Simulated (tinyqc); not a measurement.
Interband optics of a two-band s-p chain from momentum matrix elements: one step. Matrix element between the bands. Two cases, with inputs chosen for the exercise.

Question. Diagonalise H, transform W, and form w = |W_cv|^2, the Kane-type energy w/c and the oscillator strength f = w/(c D), c = hbar^2/2m0, D = Ec - Ev.

Constants: hbar^2/2m0 = 3.80998211 eV angstrom^2.

Give: Ev, Ec; weights; slopes dEv/dk, dEc/dk; w; w/c; f.

Case 1.

H (eV), rows s, p and columns alike:
```
[[2.907375, 2.663972i],
 [-2.663972i, -2.269782]]
```

W (eV angstrom), rows s, p and columns alike:
```
[[4.878925, -6.575745i],
 [6.575745i, -2.203386]]
```

Answer.

Ev, Ec (eV): [-3.3957, 4.0333]

weights, rows s, p; columns v, c:
```
[[0.1516, 0.8484],
 [0.8484, 0.1516]]
```

slopes dEv/dk, dEc/dk (eV angstrom): [3.586, -0.910]

w = 50.726 eV^2 angstrom^2
w/c = 13.314 eV
f = 1.792

Case 2.

H (eV), rows s, p and columns alike:
```
[[4.188664, 0.386006i],
 [-0.386006i, -2.562561]]
```

W (eV angstrom), rows s, p and columns alike:
```
[[0.405343, -6.839470i],
 [6.839470i, -0.266007]]
```

Answer.

Ev, Ec (eV): [-2.5846, 4.2107]

weights, rows s, p; columns v, c:
```
[[0.0032, 0.9968],
 [0.9968, 0.0032]]
```

slopes dEv/dk, dEc/dk (eV angstrom): [0.513, -0.374]

w = 46.694 eV^2 angstrom^2
w/c = 12.256 eV
f = 1.804

Computed by tinyqc, one run a case: `OMP_NUM_THREADS=1 python tinyqc.py N N+1 out.jsonl` with N = 1650161, 1650537; one thread of a shared Intel(R) Xeon(R) Processor @ 2.30GHz, about 0.01 s a run at most.
